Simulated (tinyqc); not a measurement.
Switching kinetics of a ferroelectric film and the memory window of a ferroelectric gate stack: one step, computed by the program tinyqc.

Fields in MV/cm; 1 microcoulomb/cm^2 over eps_0 is 11.29409 MV/cm. In the stack (metal, ferroelectric, interlayer, channel) the channel is taken as a conductor.

Problem. The hysteresis loop. Saturated branches: P(E) = P_s tanh[(E -/+ E_c)/(2 delta)], delta = E_c/ln[(1 + P_r/P_s)/(1 - P_r/P_s)]; D = P + eps_0 eps_F E.

Inputs (values chosen for the exercise, for a model hafnia-based film):
```
quantity                                 value               unit
saturation polarisation P_s                 25  microcoulomb/cm^2
ratio P_r/P_s                             0.85                  -
coercive field E_c                        0.68              MV/cm
permittivity of the ferroelectric eps_F     36                  -
```

Give: delta; P on both branches (microcoulomb/cm^2) at E/E_c = -3, -2, -1, -0.5, 0, 0.5, 1, 1.5, 2, 3; peak differential permittivity eps_F + P_s/(2 delta eps_0).

Solution.

delta = 0.2707 MV/cm

P on both branches (microcoulomb/cm^2) at E/E_c = -3, -2, -1, -0.5, 0, 0.5, 1, 1.5, 2, 3:
```
E (MV/cm)  rising branch  falling branch
-2.04             -25.00          -24.67
-1.36             -24.97          -21.25
-0.68             -24.67            0.00
-0.34             -23.87           13.92
0.00              -21.25           21.25
0.34              -13.92           23.87
0.68                0.00           24.67
1.02               13.92           24.91
1.36               21.25           24.97
2.04               24.67           25.00
```

peak differential permittivity eps_F + P_s/(2 delta eps_0) = 557.6
